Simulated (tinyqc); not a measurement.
G0W0 on RHF in the 3-21g basis, for H3+, spin multiplicity 1, step by step. One step of it, computed by the program tinyqc.

Problem. Orthogonalisation. S = U s U^T; canonical form X = U s^(-1/2), so that X^T S X = 1. Each column of U has its largest component positive (the first on a tie).

overlap S, lower triangle:
```
,1H 1s,1H 2s,2H 1s,2H 2s,3H 1s,3H 2s
1H 1s,1.000000
1H 2s,0.645899,1.000000
2H 1s,0.385648,0.472796,1.000000
2H 2s,0.472796,0.827844,0.645899,1.000000
3H 1s,0.384992,0.472520,0.384992,0.472520,1.000000
3H 2s,0.472520,0.827552,0.472520,0.827552,0.645899,1.000000
```

Give: eigenvalues of S; X.

Solution.

eigenvalues of S: 0.112  0.113  0.561  0.674  0.675  3.864

X:
```
,1,2,3,4,5,6
1H 1s,-0.688,0.397,0.613,0.814,-0.470,0.178
1H 2s,1.993,-1.150,-0.467,0.281,-0.161,0.234
2H 1s,0.688,0.397,0.613,-0.814,-0.470,0.178
2H 2s,-1.993,-1.150,-0.467,-0.281,-0.161,0.234
3H 1s,0.000,-0.794,0.615,0.000,0.939,0.178
3H 2s,0.000,2.299,-0.466,0.000,0.325,0.234
```
